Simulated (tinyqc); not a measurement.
## Series resistance and length offset from two lengths at two overdrives

Question. In strong inversion R W = Rsd + k(x)(L - dL), k(x) = (1 + th1 x)/(mu0 Cox x), x the overdrive, Cox = eps0 eox/tox, with Rsd and dL independent of x. Find dL, Rsd, mu0 and th1.

Parameters, values chosen for the exercise:
- eox = 3.9 (relative permittivity of the gate insulator (close to silicon dioxide))
- tox = 1.6 nm (insulator thickness)

Constants: eps0 = 8.8541878128e-14 F/cm where lengths are in cm. Results are converted to the units shown.

total resistance times width (ohm um):
```
                  L = 0.063 um  L = 1.4 um
overdrive 0.42 V    724.566687  8017.81967
overdrive 0.93 V    598.915964  4781.15010
```

Solution. At each overdrive R W is a straight line in L; the two lines cross at L = dL, R W = Rsd. Their slopes give k x = (1 + th1 x)/(mu0 Cox), a straight line in x.

dL = 0.009000 um
Rsd = 430.0 ohm um
mu0 = 260.0 cm^2/(V s)
th1 = 0.6800 1/V

Computed by the program tinyqc: `OMP_NUM_THREADS=1 python tinyqc.py 2210133 2210134 out.jsonl`, one thread of a shared Intel Xeon 2.30GHz, about 0.01 s for the whole run.
